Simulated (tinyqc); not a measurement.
Worked calculation: a particle near a wafer in liquid: double-layer and van der Waals forces (DLVO), deposition barrier and removal. Computed by tinyqc, a small Python program that keeps every step. Command: `OMP_NUM_THREADS=1 python tinyqc.py 3111295 3111296 out.jsonl dlvo walk`. One thread of a shared host (Intel(R) Xeon(R) Processor @ 2.30GHz), about 0.01 s of CPU time with the checks. Intermediate numbers are printed to about 6 digits and carried at full precision; extremes and crossings named in words are read from the listed rows.

Sphere and flat wall, Derjaguin approximation, constant potentials in the linear-superposition form, no retardation and no hydration force.

Inputs (values chosen for the exercise, of the order of those for polymer latex on silicon in water):
```
quantity,value,unit
particle radius R,17,nm
Hamaker constant A,1.3e-20,J
potential of the particle psi_1,-19,mV
potential of the wafer psi_2,-42,mV
salt concentration c,0.0012,mol/L
valence z of the symmetric salt,1,-
temperature T,298,K
dielectric constant of the liquid,78.4,-
gap h,3.9,nm
contact distance h0,0.4,nm
contact radius over R,0.079,-
viscosity,0.88,mPa s
```

Constants: e = 1.602176634e-19 C; N_A = 6.02214076e+23 1/mol; eps_0 = 8.8541878128e-12 F/m; k_B = 1.380649e-23 J/K; k_B = 8.617333262e-05 eV/K.

## Screening

kappa^2 = 2 z^2 e^2 N_A (1000 c)/(eps eps_0 k_B T); gamma_i = tanh(z e psi_i/(4 k_B T)); Z = 64 pi eps eps_0 (k_B T/(z e))^2 gamma_1 gamma_2.

kappa = 0.113975 1/nm

Debye length = 8.77386 nm

gamma_1 = -0.182890

gamma_2 = -0.387525

Z = 6.52323 pN

kappa R = 1.93757

Like signs: the double layers repel. Caution: kappa R is not large, so the Derjaguin approximation is only rough at gaps of the order of the Debye length.

## Energy and force at one gap

U(h) = Z R exp(-kappa h) - A R/(6 h); F(h) = -dU/dh = kappa Z R exp(-kappa h) - A R/(6 h^2), positive for repulsion.

double-layer energy = 17.2809 k_B T

van der Waals energy = -2.29550 k_B T

U(h) = 14.9854 k_B T

F(h) = 5.68192 pN

Caution: for kappa h below 1 linear superposition is only rough, and charge regulation matters.

## The curve

The formulas are those given above.

Against the gap:
```
h (nm),kappa h,U (k_B T),F (pN)
0.4,0.04559,3.3710,-2.18132e+02
0.6,0.06838,10.2510,-9.05110e+01
1.0,0.11397,15.0975,-2.55556e+01
1.5,0.17096,16.7494,-5.71734e+00
2.5,0.28494,16.6896,3.61216e+00
4.0,0.45590,14.8470,5.70965e+00
7.0,0.79782,10.8584,4.93985e+00
12.0,1.36770,6.1188,2.96333e+00
20.0,2.27950,2.3107,1.20136e+00
40.0,4.55900,0.0585,1.09344e-01
```

Caution: in rows where h is not small against R, A R/(6 h) overstates the van der Waals term. Caution: in rows with kappa h below 1 linear superposition is only rough.

## Barrier and secondary minimum

F = 0 reads x^2 exp(-x) = y with x = kappa h and y = A kappa/(6 Z); the left side peaks at x = 2 with 4/e^2 = 0.5413, so roots exist for smaller y: x < 2 is the barrier, x > 2 the secondary minimum.

y = 0.0378563

position of the barrier = 1.90260 nm

barrier height = 16.9934 k_B T

position of the secondary minimum = 63.4403 nm

energy at the secondary minimum = -0.121600 k_B T

A barrier above 15 k_B T practically stops deposition.

## Critical salt concentration

The barrier height is zero when U = 0 and F = 0 together: kappa h = 1 and kappa = 6 Z/(e A), e = 2.718282 here; c follows from kappa^2, with the potentials held fixed.

critical kappa = 1.10758 1/nm

critical concentration = 0.113322 mol/L

## Adding salt

kappa scales as sqrt(c); potentials are held fixed. A dash marks rows without a maximum.

Against the concentration:
```
c (mol/L),Debye length (nm),barrier at (nm),barrier (k_B T),minimum at (nm),minimum (k_B T)
1.13e-05,90.4153,5.65412,23.7361,9.28009e+02,-8.70703e-03
1.13e-04,28.5918,3.26260,21.3027,2.51786e+02,-3.15182e-02
1.13e-03,9.0415,1.92791,17.1339,6.57509e+01,-1.17434e-01
5.67e-03,4.0364,1.37244,12.6612,2.47064e+01,-3.03154e-01
2.27e-02,2.0173,1.06613,7.4916,1.01630e+01,-7.06038e-01
5.67e-02,1.2764,0.94154,3.3818,5.40075e+00,-1.26587e+00
1.02e-01,0.9517,0.90404,0.5216,3.45684e+00,-1.87682e+00
1.70e-01,0.7372,0.92951,-1.9932,2.19910e+00,-2.70635e+00
3.40e-01,0.5212,-,-,-,-
```

At low salt the barrier tends to Z R = 27.0 k_B T; it is half of that between 0.0011 and 0.0057 mol/L and changes sign at 0.11 mol/L, while the secondary minimum deepens to -1.9 k_B T at 0.9 of that.

## Removing an attached particle

Adhesion F_a = A R/(6 h0^2) [1 + a^2/(R h0)] - kappa Z R exp(-kappa h0), a the contact radius. Drag in a shear flow F_d = 1.7 x 6 pi mu R^2 G, acting at 1.4 R; rolling starts when 1.4 R F_d = a F_a. Wall shear stress = mu G.

van der Waals adhesion = 291.269 pN

net adhesion F_a = 279.193 pN

wall shear stress for rolling = 1701.20 Pa

shear rate G = 1.93319e+06 1/s

Checks made by the program: force against a difference of U (relative difference below 1e-10).
